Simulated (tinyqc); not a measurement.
# Equation-of-state fits to an energy-volume table made by a known binding curve, step by step

A worked calculation. Computed by tinyqc, a small Python program that keeps every step. Command: `OMP_NUM_THREADS=1 python tinyqc.py 3002114 3002115 out.jsonl eosfit walk`. One thread of a shared host (Intel(R) Xeon(R) Processor @ 2.30GHz), about 0.03 s of CPU time with the checks. Intermediate numbers are printed to about 5 digits and carried at full precision; extremes and crossings named in words are read from the listed rows.

With x = (V/V_0)^(1/3), the energy per atom is E = D [m x^-n - n x^-m]/(n - m), so that B0 = D n m/(9 V_0) and B' = (n + m + 6)/3. B' = dB/dP at P = 0.

Inputs (values chosen for the exercise, for a model crystal):
```
quantity                                 value             unit
cohesive energy D                         1.83          eV/atom
true volume V_0                           23.2  angstrom^3/atom
repulsive exponent n                         5                -
attractive exponent m                        4                -
half-width of the volume window w         0.06                -
shift of the window centre s             0.026                -
points N                                     7                -
compression V/V_0 for the pressure test   0.85                -
noise amplitude                          0.029              meV
```

Binding curve: Mie. Noise: added.

Constants: 1 eV/angstrom^3 = 160.2176634 GPa.

## Exact values of the curve

B0 and B' from the formulas above; P = -dE/dV at V = c V_0 (c the compression chosen), from the curve itself.

exact B0 = 28.084 GPa

exact B' = 5

exact pressure at c V_0 = 6.8528 GPa

## Energy-volume table

numbers xi_j, drawn evenly from -1 to 1: 0.2948  0.7041  0.4635  0.8276  0.0812  -0.3403  -0.0948

Table: V_j = V_0 [1 + s + w (2 j/(N - 1) - 1)], j = 0..N-1, rounded to 0.001; E_j from the curve plus the noise amplitude times the listed numbers xi_j (xi_0 first), rounded to 1e-7 eV.

Table:
```
V (angstrom^3)      E (eV)
22.411          -1.8274713
22.875          -1.8295691
23.339          -1.8299144
23.803          -1.8286711
24.267          -1.8260668
24.731          -1.8222180
25.195          -1.8172556
```

## Birch-Murnaghan fit

Third-order Birch-Murnaghan is a cubic in u = V^(-2/3): fit it by linear least squares, find the minimum, and take B0 = V E''(V), B' = -1 - V E'''/E'' there.

fitted E0 = -1.8300 eV

fitted V0 = 23.201 angstrom^3

fitted B0 = 27.926 GPa

fitted B' = 4.8556

root-mean-square residual = 0.0055248 meV

Against the exact curve V0 is off by +0.003 %, B0 by -0.56 % and B' by -2.9 %.

## Errors of the Birch-Murnaghan fit

Errors are fitted minus exact, relative; the pressure at c V_0 uses P = (3 B0/2) (x^7 - x^5) [1 + (3/4)(B' - 4)(x^2 - 1)], x = (V0/V)^(1/3) with the fitted values.

error of B0 = -0.56383 %

error of B' = -2.8889 %

fitted pressure at c V_0 = 6.7478 GPa

error of that pressure = -1.5329 %

## Vinet fit by Gauss-Newton steps

Vinet: E = E0 + (9 B0 V0/h^2) {1 + [h (1 - x) - 1] exp(h (1 - x))}, P = 3 B0 (1 - x) x^-2 exp(h (1 - x)), x = (V/V0)^(1/3), h = (3/2)(B' - 1). Gauss-Newton steps on (E0, V0, B0, B'): solve J d = r by least squares, r the residuals and J their derivatives (central differences, relative step 1e-5); start from the parabola fit in V with B' = 4; stop when all relative changes are below 1e-7.

Iterations:
```
step  E0 (eV)  V0 (angstrom^3)  B0 (GPa)      B'  rms residual (meV)
0     -1.8298           23.223    24.274  4.0000             0.67543
1     -1.8300           23.198    27.905  4.9060             0.01269
2     -1.8300           23.201    27.926  4.8011             0.00579
3     -1.8300           23.201    27.927  4.8012             0.00579
4     -1.8300           23.201    27.927  4.8012             0.00579
```

B0, Vinet = 27.927 GPa

B', Vinet = 4.8012

## Five forms on the same table

Murnaghan: E = E0 + (B0 V/B') [(V0/V)^B'/(B' - 1) + 1] - B0 V0/(B' - 1), P = (B0/B') [(V0/V)^B' - 1]. Birch-Murnaghan: E = E0 + (9 V0 B0/16) [y^3 B' + y^2 (2 - 4 y)], y = (V0/V)^(2/3) - 1; P = (3 B0/2) (x^7 - x^5) [1 + (3/4)(B' - 4)(x^2 - 1)], x = (V0/V)^(1/3). All are least-squares fits to the energies; for polynomials in V, B0 = V E'' and B' = -1 - V E'''/E'' at the minimum.

Fitted values:
```
form             V0 (angstrom^3)  B0 (GPa)       B'  P at c V_0 (GPa)
exact                     23.200    28.084   5.0000            6.8528
parabola in V             23.223    24.274  -1.0000                 -
cubic in V                23.204    27.904   4.0703                 -
Murnaghan                 23.200    27.924   4.9933            6.9976
Birch-Murnaghan           23.201    27.926   4.8556            6.7478
Vinet                     23.201    27.927   4.8012            6.6526
```

In B0 the Vinet form comes closest (-0.56 %) and the parabola in V form misses most (-13.57 %). A parabola in V has no third derivative, so its B' is -1 by construction. At c V_0, beyond the window, the pressure errors are Murnaghan +2.1 %, Birch-Murnaghan -1.5 %, Vinet -2.9 %; Murnaghan keeps B linear in P and so runs too stiff under compression.

## The width of the window

The table is made anew for each w.

Errors (%):
```
w     B0, parabola  B0, cubic  B0, Murnaghan  B0, Birch-Murnaghan  B0, Vinet  B', Birch-Murnaghan
0.03       -15.007     -4.559         -3.866               -3.962     -4.003              -26.588
0.05       -14.019     -1.289         -0.869               -0.923     -0.944               -5.191
0.08       -12.520      0.430         -0.438               -0.268     -0.203               -1.070
0.12        -9.648      2.868         -0.759               -0.125      0.115               -0.207
0.16        -5.551      6.238         -1.369               -0.115      0.371               -0.049
0.22         3.235     13.594         -2.579               -0.164      0.827               -0.060
```

The Birch-Murnaghan error of B0 is smallest among these at w = 0.16 (0.115 % in size); it is 3.962 % at the narrowest and 0.164 % at the widest. A narrow window magnifies the noise, since the energy range shrinks as w^2, and a wide one exposes the form. At the widest window the errors of B0 are +3.2 % for the parabola and +13.6 % for the cubic in V.

Checks made by the program: nonlinear Birch-Murnaghan fit against the linear one (relative difference 5e-10).
